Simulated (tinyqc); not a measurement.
Metal-interlayer-semiconductor contact, depinning against tunnelling resistance: two steps of the calculation.

Zero bias, n-type semiconductor. Gap states at the semiconductor surface thin out as exp(-be ti), which unpins the barrier; electrons must then cross the interlayer (a rectangular barrier, no voltage drop across it) and the parabolic depleted layer, both by WKB. Energies E are counted from the Fermi level; no image force, parabolic bands.

Parameters, values chosen for the exercise; semiconductor values close to those of gallium arsenide; interlayer mass of the order of that in strontium titanate, offset chosen freely:
- T = 300 K (temperature)
- Eg = 1.4 eV (band gap)
- eps_r = 12.9 (relative permittivity)
- chi = 4.18 eV (electron affinity)
- Nc = 4.4e17 cm^-3 (conduction-band density of states at T)
- mt = 0.0645 m0 (tunnelling mass in the semiconductor)
- mA = 0.0653 m0 (Richardson mass)
- Nd = 2.6e19 cm^-3 (donor density)
- E0 = 0.51 eV (charge-neutrality level above the valence band)
- S0 = 0.096 (pinning factor without interlayer)
- phiM = 4.14 eV (metal work function)
- ti = 0.3 nm (interlayer thickness)
- dE = 0.14 eV (conduction-band offset of the interlayer above the semiconductor)
- mi = 0.62 m0 (tunnelling mass in the interlayer)
- be = 5 1/nm (decay constant of gap states through the interlayer)

Constants: q = 1.602176634e-19 C, kB = 1.380649e-23 J/K, eps0 = 8.8541878128e-12 F/m, hbar = 1.054571817e-34 J s, h = 6.62607015e-34 J s, m0 = 9.1093837015e-31 kg, Vt = kB T/q, hbar^2/(2 m0) = 0.0380998212 eV nm^2. Results are converted to the units shown.

Question 1. Pinning, barrier and scales. S = 1/(1 + (1/S0 - 1) exp(-be ti)); phiB = S (phiM - chi) + (1 - S)(Eg - E0); xi = Ec - EF deep inside, from Nd = Nc F(-xi/Vt), F(x) = (2/sqrt(pi)) int_0^infinity sqrt(u) du/(1 + exp(u - x)); band bending U = phiB - xi; E00 = (hbar/2) sqrt(Nd/(eps0 eps_r mt m0)) in volts; A = 4 pi q mA m0 kB^2/h^3.

Find: S; phiB; xi; U; E00; A.

Answer 1.

S = 0.3225
phiB = 0.5901 eV
xi = -0.4730 eV
U = 1.063 eV
E00 = 0.1038 eV
A = 7.847 A/(cm^2 K^2)

Question 2. Exponents and integrand on an energy grid. With U = phiB - xi: for xi < E < phiB, y = (E - xi)/U and G1 = (U/E00) [sqrt(1 - y) - y ln((1 + sqrt(1 - y))/sqrt(y))], G1 = 0 above phiB; G2 = 2 ti sqrt(mi max(phiB + dE - E, 0)/C), C = hbar^2/(2 m0); f = 1/(1 + exp(E/Vt)); integrand exp(-G1 - G2) f.

E, point 0 to 12 (eV): -0.47  -0.39583  -0.32167  -0.2475  -0.17333  -0.09917  -0.025  0.04917  0.12333  0.1975  0.27167  0.34583  0.42
phiB = 0.59011051 eV
xi = -0.47300333 eV
E00 = 0.10378612 eV

Wanted: G1; G2; f; integrand.

Answer 2.

```
point      G1      G2          f  integrand (1e-3)
0      10.124  2.6515     1.0000            0.0028
1       8.388  2.5683     1.0000            0.0175
2       7.109  2.4823     1.0000            0.0683
3       6.027  2.3931    0.99993            0.2203
4       5.080  2.3006    0.99878            0.6225
5       4.238  2.2041    0.97888            1.5592
6       3.485  2.1032    0.72453            2.7118
7       2.809  1.9973    0.12988            1.0619
8       2.205  1.8854  0.0084039            0.1406
9       1.669  1.7664  4.8077e-4            0.0155
10      1.197  1.6388  2.7298e-5            0.0016
11      0.791  1.5004  1.5499e-6            0.0002
12      0.452  1.3479  8.7965e-8            0.0000
```

tinyqc, about 0.02 s, one thread, Intel Xeon 2.30GHz (shared host): `OMP_NUM_THREADS=1 python tinyqc.py 2270035 2270036 out.jsonl`
